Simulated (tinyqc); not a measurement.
# Worked calculation: absorption edge of a degenerate semiconductor, band filling against gap narrowing

tinyqc, about 0.01 s, one thread, Intel Xeon 2.30GHz (shared host): `OMP_NUM_THREADS=1 python tinyqc.py 2330063 2330064 out.jsonl` Printed values are rounded.

n-type, parabolic bands, full ionisation. eta = (EF - Ec)/kB T solves N = Nc F12(eta), F12(x) = (2/sqrt(pi)) int_0^infinity sqrt(u)/(1 + exp(u - x)) du. The gap shrinks rigidly by dEg = a3 y^(1/3) + a4 y^(1/4) + a2 y^(1/2), y = N/1e18 cm^-3, an empirical law that is here taken as the true narrowing.

Inputs (values chosen for the exercise); band and dielectric values close to those of indium phosphide: temperature T = 300 K; band gap Eg = 1.35 eV; conduction-band density of states at 300 K, from me Nc = 5.68e17 cm^-3; electron mass me = 0.08 m0; hole mass mh = 0.603 m0; ionised donor density N = 1.8e19 cm^-3; coefficient of (N/1e18)^(1/3) a3 = 9.7 meV; coefficient of (N/1e18)^(1/4) a4 = 8.8 meV; coefficient of (N/1e18)^(1/2) a2 = 3.1 meV.

Constants: q = 1.602176634e-19 C, kB = 1.380649e-23 J/K, h = 6.62607015e-34 J s, c = 299792458 m/s, Vt = kB T/q. Results are converted to the units shown.

Range of the model: Band tails, non-parabolic bands and incomplete ionisation are left out.

## Iteration 1: Fermi level

eta at the start (Boltzmann value) = 3.456

Newton step on ln F12(eta) = ln(N/Nc): eta(new) = eta - ln(Nc F12/N) F12/Fm, Fm(x) = dF12/dx = (1/sqrt(pi)) int_0^infinity u^(-1/2)/(1 + exp(u - x)) du.

F12 = 5.36921
Fm = 2.01154
eta after iteration 1 = 8.19470

## Course of the iteration

Stop when eta changes by less than 1e-9.

Course of the iteration:
```
iteration      eta    change
1          8.19470      4.74
2          11.3711      3.18
3          12.0201     0.649
4          12.0384    0.0184
5          12.0384   1.37e-5
6          12.0384  7.63e-12
```

Converged in 6 iterations.

## The optical edge

converged eta = 12.0384

Vertical transitions need an empty final state: the edge is taken where the state lies 4 kB T below EF, E_opt = Eg - dEg + (1 + me/mh) max(eta - 4, 0) kB T; wavelength h c/(q E_opt).

dEg = 56.6993 meV
EF - Ec = 311.218 meV
filling shift = 235.380 meV
E_opt = 1.52868 eV
wavelength = 811.054 nm

The edge lies 179 meV above the undoped gap: filling outweighs narrowing.
